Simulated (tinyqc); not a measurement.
Three ways to the same curve: density of states of one tight-binding band of a chain.

E(k) = -2 t cos(2 pi k) - 2 t2 cos(4 pi k); k in fractions of the reciprocal vectors, mesh k_i = j/N with j = 0 .. N-1. Densities are per cell and per spin, so the band holds one state.

Each interval of the mesh is a segment with E linear in k: n = (E - e1)/(e2 - e1), g = 1/(e2 - e1) between its end values.

Gaussian broadening: g(E) = mean over the mesh of exp(-(E - E_k)^2/(2 sigma^2))/(sigma sqrt(2 pi)), n(E) = mean of erfc((E_k - E)/(sigma sqrt 2))/2.

Parameters, chosen for this exercise:

| symbol | value | unit | meaning |
|---|---|---|---|
| t | 2.4 | eV | nearest hopping |
| t2 | 0.04 | eV | second hopping |
| N2 | 40 |  | mesh points along each axis in this comparison |
| sigma | 0.48 | eV | Gaussian width |

N = N2 here; the reference is the linear method with N = 4000.

g(E) (1/eV):

| E (eV) | reference | linear segments | Gaussian, sigma | Gaussian, sigma/4 | reference n(E) |
|---|---|---|---|---|---|
| -4.007 | 0.112 | 0.120 | 0.126 | 0.123 | 0.189 |
| -3.134 | 0.084 | 0.084 | 0.087 | 0.019 | 0.273 |
| -2.261 | 0.073 | 0.075 | 0.074 | 0.093 | 0.341 |
| -1.388 | 0.068 | 0.067 | 0.069 | 0.161 | 0.402 |
| -0.516 | 0.066 | 0.066 | 0.067 | 0.069 | 0.461 |
| 0.357 | 0.067 | 0.067 | 0.067 | 0.012 | 0.518 |
| 1.230 | 0.069 | 0.069 | 0.070 | 0.006 | 0.578 |
| 2.103 | 0.076 | 0.074 | 0.076 | 0.098 | 0.641 |
| 2.975 | 0.088 | 0.091 | 0.091 | 0.094 | 0.711 |
| 3.848 | 0.119 | 0.108 | 0.134 | 0.167 | 0.799 |

What can be read from this table?

Root-mean-square errors against the reference: 0.0045 for linear segments, 0.0066 for sigma and 0.0483 for sigma/4. The narrow Gaussian is worse than the wide one, because it resolves the separate mesh levels. The reference is highest at 3.848 eV of the energies listed, and half filling lies between -0.516 and 0.357 eV.

tinyqc: `OMP_NUM_THREADS=1 python tinyqc.py 1681556 1681557 out.jsonl`; about 0.01 s, one thread, shared Intel(R) Xeon(R) Processor @ 2.30GHz.
